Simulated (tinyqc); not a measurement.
Band-to-band tunnelling across a p-n junction in a two-band chain, step by step. Values are carried at full precision from step to step, so a last printed digit may differ when a step is redone from the rounded ones.

Sites alternate A at -Eg/2 and C at +Eg/2 with hopping -t; near the edges, with k counted from the zone boundary pi/a, E^2 = (Eg/2)^2 + (t a k)^2, so t = sqrt(c Eg/m)/a gives the mass m, c = hbar^2/2m0. In the gap cosh(q a) = 1 + (Eg^2/4 - e^2)/(2 t^2), e the energy from the local mid-gap. The potential is V0 = Eg + ov on the p side (left), 0 on the n side, and falls linearly over the 2N sites of the junction, V_j = V0 (1 - j/(2N + 1)), j = 1 to 2N, site 1 being A. E = Eg/2 + x ov. A half chain that ends on a site of level e1 with neighbour e2 has g = (1 + z)/(E - e1), z = exp(-/+ i k a) the root with Im g < 0, cos(k a) = (E - e1)(E - e2)/(2 t^2) - 1. S_L = t^2 g (ending on C, shifted by V0), S_R = t^2 g (starting on A). T = 4 Im(S_L) Im(S_R) |G_(1,2N)|^2.

Constants: hbar^2/2m0 = 3.80998211 eV angstrom^2.

Values chosen for the exercise (gap and mass near those of GaAs; shifted at random, so the results belong to these values and not to a real crystal):
- Eg = 1.388 eV (gap)
- m = 0.0774 m0 (mass of electron and light hole)
- a = 4 angstrom (period (two sites))
- ov = 0.48 eV (overlap: top of the valence band on the p side above the conduction edge on the n side)
- N = 3 (periods in the small junction)
- x = 0.51 (energy above the n-side conduction edge, as a share of ov)

## Hopping, field and tunnelling length

Form t, V0, E, the field F = V0/((2N + 1) a/2) (1 V/angstrom = 100 MV/cm) and the length Eg/F over which E lies in the gap.

t = 2.0665 eV
V0 = 1.8680 eV
E = 0.9388 eV
F = 13.343 MV/cm
tunnelling length = 10.40 angstrom

So short a junction keeps the matrix small; its field is above the 1 to 3 MV/cm of tunnel diodes.

## Self-energies of the two sides

Form cos(k a) and S for each side.

cos(k a): left -0.955298, right -0.953198

S_L, S_R (eV): -0.11760-0.77777i  0.12240-0.79072i

## Recursive Green function

g_1 = 1/(E - e_1 - S_L); g_j = 1/(E - e_j - t^2 g_(j-1)), with S_R also subtracted at the last site; G_1j = G_1(j-1) (-t) g_j, G_11 = g_1; e_j is the site level plus V_j. The self-energies stand in the order S_L, S_R.

Sweep:
```
j  e_j (eV)       g_j (1/eV)      G_1j (1/eV)
1    0.9071   0.2380-1.2401i   0.2380-1.2401i
2    2.0283  -0.0648-0.1631i   0.4497-0.0860i
3    0.3734   0.7053-0.5831i  -0.5519+0.6672i
4    1.4946  -0.1885-0.1316i  -0.3963+0.1098i
5   -0.1603   0.4831-0.1426i   0.3633-0.2264i
6    0.9609  -0.3231-0.2048i   0.3385+0.0026i
```

T = 0.2818

## WKB for the same field

T = exp(-2 I/F), I = integral of q de across the gap. Continuum: q = sqrt(Eg^2/4 - e^2)/(t a), I = pi Eg^2/(8 t a). Lattice: q from the cosh formula, 12 Gauss-Legendre points in u with e = (Eg/2) sin(u), u from -pi/2 to pi/2. F in V/angstrom is the value in MV/cm over 100.

I (eV/angstrom): continuum 0.091528, lattice 0.091209

T by WKB: continuum 0.2536, lattice 0.2548

The chain gives 0.2818, 1.106 times the lattice WKB value; the exponent is only 1.37, and reflections at the two kinks of the potential count.

## Checks

- G_(1,2N) from the sweep against inversion of the whole matrix (size): both 0.33847.

Computed by tinyqc, a small Python program: `OMP_NUM_THREADS=1 python tinyqc.py 1450409 1450410 out.jsonl` (the numbers bound the seed that draws the inputs); one thread of a shared host (Intel(R) Xeon(R) Processor @ 2.30GHz), about 0.01 s for the whole set of steps.
